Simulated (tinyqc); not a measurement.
Inside a calculation. Model: heat flow across a film from the phonon Boltzmann equation in the relaxation-time approximation. Computed by tinyqc, a small Python program that keeps every step. Command: `OMP_NUM_THREADS=1 python tinyqc.py 3027930 3027931 out.jsonl slabbte walk`. One thread of a shared host (Intel(R) Xeon(R) Processor @ 2.30GHz), about 0.02 s of CPU time with the checks. Intermediate numbers are printed to about 6 digits and carried at full precision; extremes and crossings named in words are read from the listed rows.

Two black walls, hot at x = 0 and cold at x = L, emit phonons isotropically. For one free path Lambda, with tau = x/Lambda, tau_L = L/Lambda and phi = (T - T_cold)/Delta T, energy balance gives phi(tau) = (1/2) [E2(tau) + int_0^tau_L phi(s) E1(|tau - s|) ds]; E_n are the exponential integrals. The flux over the ballistic flux C v Delta T/4 is psi = 1 - 2 int_0^tau_L phi(s) E2(s) ds, and kappa_eff/kappa = (3/4) tau_L psi. kappa = C v Lambda/3 is an input, so at fixed kappa a longer free path means a smaller C v.

Inputs (values chosen for the exercise, modelled on gallium arsenide):

| quantity | value | unit |
|---|---|---|
| bulk conductivity kappa | 43.9 | W/(m K) |
| film thickness L | 43 | nm |
| wall temperature difference Delta T | 16 | K |
| free path Lambda_1 | 74 | nm |
| free path Lambda_2 | 970 | nm |
| share f_2 of kappa | 0.42 | - |
| cells n in the small system | 6 | - |

Free-path groups: two.

## The small linear system for Lambda_1

Cut the film into n equal cells with constant phi, collocated at the centres c_i: the kernel integrates to A_ij = |E2(|c_i - e_j|) - E2(|c_i - e_(j+1)|)|/2 for cell edges e_j, and A_ii = 1 - E2(half a cell); solve (1 - A) phi = E2(c)/2; psi = 1 - 2 sum_j phi_j [E3(e_j) - E3(e_(j+1))].

optical thickness tau_L = 0.581081

1 - A, lower triangle (symmetric):
```
           1          2          3          4          5         6
1   0.831749
2  -0.091860   0.831749
3  -0.060985  -0.091860   0.831749
4  -0.045229  -0.060985  -0.091860   0.831749
5  -0.035178  -0.045229  -0.060985  -0.091860   0.831749
6  -0.028129  -0.035178  -0.045229  -0.060985  -0.091860  0.831749
```

right-hand side E2(c)/2: 0.415875  0.324015  0.263030  0.217801  0.182623  0.154495

flux weights E3(e_j) - E3(e_(j+1)): 0.0814211  0.0629880  0.0510706  0.0422665  0.0354293  0.0299664

## Temperature profile and flux in the small system

In short, (1 - A) phi = b and psi = 1 - 2 sum_j w_j phi_j, with b the right-hand side and w_j the flux weights; the cells divide 0 to tau_L.

phi at the cell centres: 0.658601  0.591929  0.530264  0.469736  0.408071  0.341399

psi, small system = 0.674937

## Fine solution for Lambda_1

Use 150 and 300 cells and extrapolate psi = (4 psi(300) - psi(150))/3. The jump at the hot wall is 1 - phi there (linear extrapolation from the first two of 300 cells). Two-flux (diffusion with slip) formula: psi = 1/(1 + 3 tau_L/4).

psi for Lambda_1 = 0.673953

kappa_eff/kappa for Lambda_1 = 0.293716

jump at the wall / Delta T for Lambda_1 = 0.298254

psi, two-flux formula = 0.696471

The small system misses psi by +0.15 % and the two-flux formula by +3.3 %. For Lambda_1 alone: Jumps at the walls and the gradient inside share Delta T.

## Conductivity, flux and boundary resistance of the film

Each group is solved on its own with 150 and 300 cells, psi = (4 psi(300) - psi(150))/3, and weighted by its share of kappa (f_1 is what the others leave); exchange of energy between groups inside the film is left out. Flux J = kappa_eff Delta T/L; apparent boundary resistance per wall (L/kappa_eff - L/kappa)/2.

kappa_eff = 8.06683 W/(m K)

kappa_eff/kappa = 0.183755

flux J = 3.00161 GW/m^2

apparent resistance per wall = 2.17549 m^2 K/GW

## Exact and approximate size effects

Two-flux: kappa_eff/kappa = sum f_i/(1 + 4 Lambda_i/(3 L)). Matthiessen with the thickness: sum f_i/(1 + Lambda_i/L). Ballistic limit: sum f_i 3 L/(4 Lambda_i).

Kappa_eff/kappa:

| L (nm) | Boltzmann | two-flux | Matthiessen | ballistic limit |
|---|---|---|---|---|
| 2.2 | 0.0132858 | 0.0133636 | 0.0176958 | 0.0136469 |
| 7.4 | 0.0422182 | 0.0428545 | 0.0559071 | 0.0459031 |
| 18 | 0.0929314 | 0.0952508 | 0.121130 | 0.111656 |
| 44 | 0.186783 | 0.192697 | 0.234496 | 0.272937 |
| 110 | 0.329465 | 0.338672 | 0.389517 | 0.682343 |
| 300 | 0.506343 | 0.515534 | 0.564453 | 1.86094 |
| 740 | 0.655744 | 0.664617 | 0.709027 | 4.59031 |
| 1800 | 0.786222 | 0.794256 | 0.830021 | 11.1656 |

The two-flux formula lies above the Boltzmann result by at most about 3.2 % (at L = 44 nm); the Matthiessen form is high by up to 33 %, since it misses the factor 3/4 of the ballistic limit. The thinnest film reaches 97 % of that limit, and the thickest, 25 Lambda_1, only 79 % of the bulk value: the long free paths keep the size effect alive far beyond Lambda_1. Rows below about 10 nm are near the phonon wavelength, where a particle picture fails.

Checks made by the program: symmetry phi(tau) + phi(tau_L - tau) = 1 (relative difference below 1e-10); thick-film limit psi = 1/(3 tau_L/4 + 1.0657) at tau_L = 20 (relative difference 2e-04).
